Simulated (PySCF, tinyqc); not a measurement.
Inside a calculation. Method: MP2 on RHF in the 3-21g basis, for H3-, spin multiplicity 1. The basis has no diffuse functions, so it cannot describe the extra electron: this is an exercise in the method, not the real anion. The lowest restricted solution is unstable here: a spin-polarised one lies 0.0613 hartree lower (PySCF). One step of it, computed by the program tinyqc.

Question. Iteration 1: building the Fock matrix. J_ij = sum D_kl (ij|kl), K_ij = sum D_kl (ik|jl); F = H + J - 0.5 K; E = tr D H + tr D J / 2 - 0.25 tr D K + E_nn.

D at the start, lower triangle:
```
           1H 1s     1H 2s      2H 1s     2H 2s     3H 1s     3H 2s
1H 1s   0.277504
1H 2s   0.380961  0.525202
2H 1s  -0.011379  0.001512   0.277497
2H 2s   0.001526  0.026816   0.380964  0.525228
3H 1s  -0.011379  0.001515  -0.011380  0.001524  0.277501
3H 2s   0.001521  0.026811   0.001516  0.026820  0.380963  0.525213
```

core Hamiltonian H = T + V (hartree), lower triangle:
```
           1H 1s      1H 2s      2H 1s      2H 2s      3H 1s      3H 2s
1H 1s  -1.552247
1H 2s  -1.352813  -1.495425
2H 1s  -1.022028  -1.086198  -1.551819
2H 2s  -1.086322  -1.338263  -1.352586  -1.495278
3H 1s  -1.022577  -1.086487  -1.021627  -1.086112  -1.552066
3H 2s  -1.086540  -1.338424  -1.086040  -1.338146  -1.352717  -1.495363
```

Two-electron integrals (ij|kl) in chemists' order, unique and non-zero (hartree):
```
(11|11) 1.140145   (21|11) 0.611403   (21|21) 0.345152   (22|11) 0.626370
(22|21) 0.380329   (22|22) 0.482957   (31|11) 0.361377   (31|21) 0.205037
(31|22) 0.226820   (31|31) 0.155315   (32|11) 0.331006   (32|21) 0.199508
(32|22) 0.246023   (32|31) 0.158761   (32|32) 0.184032   (33|11) 0.661173
(33|21) 0.406736   (33|22) 0.515149   (33|31) 0.361377   (33|32) 0.440223
(33|33) 1.140145   (41|11) 0.440223   (41|21) 0.249405   (41|22) 0.276470
(41|31) 0.158761   (41|32) 0.157754   (41|33) 0.331006   (41|41) 0.184032
(42|11) 0.491963   (42|21) 0.300498   (42|22) 0.387348   (42|31) 0.197419
(42|32) 0.225455   (42|33) 0.491963   (42|41) 0.225455   (42|42) 0.330654
(43|11) 0.406736   (43|21) 0.249532   (43|22) 0.319439   (43|31) 0.205037
(43|32) 0.249405   (43|33) 0.611403   (43|41) 0.199508   (43|42) 0.300498
(43|43) 0.345152   (44|11) 0.515149   (44|21) 0.319439   (44|22) 0.428317
(44|31) 0.226820   (44|32) 0.276470   (44|33) 0.626370   (44|41) 0.246023
(44|42) 0.387348   (44|43) 0.380329   (44|44) 0.482957   (51|11) 0.361669
(51|21) 0.205197   (51|22) 0.226987   (51|31) 0.134786   (51|32) 0.133546
(51|33) 0.278787   (51|41) 0.153277   (51|42) 0.187719   (51|43) 0.168401
(51|44) 0.206045   (51|51) 0.155534   (52|11) 0.331147   (52|21) 0.199586
(52|22) 0.246103   (52|31) 0.133501   (52|32) 0.145771   (52|33) 0.311582
(52|41) 0.150899   (52|42) 0.209399   (52|43) 0.189751   (52|44) 0.239064
(52|51) 0.158916   (52|52) 0.184120   (53|11) 0.278569   (53|21) 0.168256
(53|22) 0.205835   (53|31) 0.134645   (53|32) 0.153084   (53|33) 0.361164
(53|41) 0.133423   (53|42) 0.187506   (53|43) 0.204920   (53|44) 0.226699
(53|51) 0.134727   (53|52) 0.153114   (53|53) 0.155154   (54|11) 0.311588
(54|21) 0.189742   (54|22) 0.239016   (54|31) 0.133455   (54|32) 0.150812
(54|33) 0.330903   (54|41) 0.145751   (54|42) 0.209320   (54|43) 0.199450
(54|44) 0.245965   (54|51) 0.153255   (54|52) 0.182130   (54|53) 0.158648
(54|54) 0.183968   (55|11) 0.661367   (55|21) 0.406835   (55|22) 0.515219
(55|31) 0.278661   (55|32) 0.311533   (55|33) 0.661031   (55|41) 0.311624
(55|42) 0.446196   (55|43) 0.406663   (55|44) 0.515098   (55|51) 0.361669
(55|52) 0.440333   (55|53) 0.361164   (55|54) 0.440143   (55|55) 1.140145
(61|11) 0.440333   (61|21) 0.249466   (61|22) 0.276537   (61|31) 0.153195
(61|32) 0.150876   (61|33) 0.311620   (61|41) 0.182161   (61|42) 0.221971
(61|43) 0.189771   (61|44) 0.239079   (61|51) 0.158916   (61|52) 0.157846
(61|53) 0.133449   (61|54) 0.150879   (61|55) 0.331147   (61|61) 0.184120
(62|11) 0.492053   (62|21) 0.300552   (62|22) 0.387413   (62|31) 0.187616
(62|32) 0.209368   (62|33) 0.446213   (62|41) 0.221957   (62|42) 0.320545
(62|43) 0.275428   (62|44) 0.364817   (62|51) 0.197585   (62|52) 0.225544
(62|53) 0.187526   (62|54) 0.221922   (62|55) 0.492053   (62|61) 0.225544
(62|62) 0.330749   (63|11) 0.311536   (63|21) 0.189715   (63|22) 0.238997
(63|31) 0.153144   (63|32) 0.182088   (63|33) 0.440143   (63|41) 0.150829
(63|42) 0.221887   (63|43) 0.249360   (63|44) 0.276421   (63|51) 0.133527
(63|52) 0.150839   (63|53) 0.158648   (63|54) 0.157687   (63|55) 0.330903
(63|61) 0.145762   (63|62) 0.209334   (63|63) 0.183968   (64|11) 0.446184
(64|21) 0.275405   (64|22) 0.364769   (64|31) 0.187581   (64|32) 0.221898
(64|33) 0.491897   (64|41) 0.209343   (64|42) 0.320478   (64|43) 0.300459
(64|44) 0.387301   (64|51) 0.187705   (64|52) 0.221946   (64|53) 0.197298
(64|54) 0.225389   (64|55) 0.491897   (64|61) 0.209389   (64|62) 0.320517
(64|63) 0.225389   (64|64) 0.330584   (65|11) 0.406835   (65|21) 0.249584
(65|22) 0.319478   (65|31) 0.168317   (65|32) 0.189719   (65|33) 0.406663
(65|41) 0.189766   (65|42) 0.275415   (65|43) 0.249494   (65|44) 0.319410
(65|51) 0.205197   (65|52) 0.249466   (65|53) 0.204920   (65|54) 0.249360
(65|55) 0.611403   (65|61) 0.199586   (65|62) 0.300552   (65|63) 0.199450
(65|64) 0.300459   (65|65) 0.345152   (66|11) 0.515219   (66|21) 0.319478
(66|22) 0.428354   (66|31) 0.205923   (66|32) 0.239017   (66|33) 0.515098
(66|41) 0.239051   (66|42) 0.364789   (66|43) 0.319410   (66|44) 0.428290
(66|51) 0.226987   (66|52) 0.276537   (66|53) 0.226699   (66|54) 0.276421
(66|55) 0.626370   (66|61) 0.246103   (66|62) 0.387413   (66|63) 0.245965
(66|64) 0.387301   (66|65) 0.380329   (66|66) 0.482957
```

nuclear repulsion = 2.08618420 hartree

Give: Coulomb J; exchange K; Fock matrix F; total energy of this density.

Answer.

Coulomb J (hartree), lower triangle:
```
       1H 1s  1H 2s  2H 1s  2H 2s  3H 1s  3H 2s
1H 1s  2.700
1H 2s  1.612  1.991
2H 1s  1.089  1.215  2.699
2H 2s  1.215  1.706  1.612  1.991
3H 1s  1.090  1.215  1.088  1.215  2.700
3H 2s  1.215  1.706  1.215  1.706  1.612  1.991
```

exchange K (hartree), lower triangle:
```
       1H 1s  1H 2s  2H 1s  2H 2s  3H 1s  3H 2s
1H 1s  1.507
1H 2s  1.367  1.483
2H 1s  1.049  1.221  1.507
2H 2s  1.222  1.422  1.367  1.483
3H 1s  1.049  1.222  1.048  1.221  1.507
3H 2s  1.222  1.422  1.221  1.422  1.367  1.483
```

Fock matrix F (hartree), lower triangle:
```
        1H 1s   1H 2s   2H 1s   2H 2s   3H 1s   3H 2s
1H 1s   0.394
1H 2s  -0.425  -0.246
2H 1s  -0.458  -0.482   0.394
2H 2s  -0.482  -0.343  -0.425  -0.246
3H 1s  -0.458  -0.482  -0.458  -0.482   0.394
3H 2s  -0.482  -0.343  -0.482  -0.343  -0.425  -0.246
```

total energy of this density = -1.89836 hartree

This density is the starting one; it is not idempotent, so its energy is not variational and may lie below the converged one.
